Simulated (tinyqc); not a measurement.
# Worked calculation: resistance of a tapered via with liner, size effect and interface

Numbers from tinyqc (`OMP_NUM_THREADS=1 python tinyqc.py 2750061 2750062 out.jsonl`; about 0.01 s on one thread of a shared Intel Xeon 2.30GHz). Printed values are rounded.

A round via whose diameter grows from db at the bottom as D(z) = db + 2 z/tan(ang). The fill, of diameter D - 2 tl, starts above the bottom liner (thickness fb tl) and has rho = rho0 (1 + ks lam/(D - 2 tl)); the sidewall liner conducts in parallel with it. The bottom liner and the interface are crossed over the full area pi db^2/4. Spreading in the lines above and below is left out.

Parameters, values chosen for the exercise; fill metal close to ruthenium:
```
symbol    value      unit                                               meaning
db           12        nm                                diameter at the bottom
hv           35        nm                                                height
ang          86   degrees                                        sidewall angle
rho0        7.7   uohm cm                          bulk resistivity of the fill
lam        6.55        nm                            mean free path of the fill
ks          0.9                                              size-effect factor
tl          0.2        nm                                 liner on the sidewall
fb          0.7                   liner at the bottom over that on the sidewall
rl          470   uohm cm                              resistivity of the liner
ri      6.4e-12  ohm cm^2                   interface resistivity at the bottom
Sb       1.5e15     S/m^2  ballistic conductance per area, about 3/(4 rho0 lam)
```

## Slices of the via

Slices between z0 = fb tl and hv, evaluated at their midpoints: conductance per length pi/4 [(D - 2 tl)^2/rho + (D^2 - (D - 2 tl)^2)/rl], slice resistance = slice height over that. 10 slices.

z, slice 0 to 9 (nm): [1.883, 5.369, 8.855, 12.34100, 15.82700, 19.31300, 22.79900, 26.28500, 29.77100, 33.25700]
D, slice 0 to 9 (nm): [12.26334, 12.75087, 13.23840, 13.72593, 14.21346, 14.70099, 15.18852, 15.67605, 16.16358, 16.65111]
rho, slice 0 to 9 (uohm cm): [11.52620, 11.37516, 11.23560, 11.10625, 10.98603, 10.87401, 10.76937, 10.67142, 10.57952, 10.49313]
slice resistance, slice 0 to 9 (ohm): [3.628938, 3.304521, 3.021032, 2.771947, 2.551980, 2.356814, 2.182896, 2.027283, 1.887519, 1.761544]

## Total resistance

R_fill = sum of the slices; R_bottom = rl fb tl/(pi db^2/4); R_interface = ri/(pi db^2/4); ballistic (Sharvin) limit 1/(Sb pi (db - 2 tl)^2/4); ideal cylinder rho0 hv/(pi db^2/4).

parts (ohm): fill 25.49447, bottom liner 5.817997, interface 5.658842
R = 36.97131 ohm
shares (%): fill 68.95745, bottom liner 15.73652, interface 15.30604
ballistic limit = 6.308163 ohm
ideal cylinder = 23.82903 ohm

The fill is the largest part, and R is 1.55 times the ideal cylinder. With 2000 slices R = 36.982 ohm.
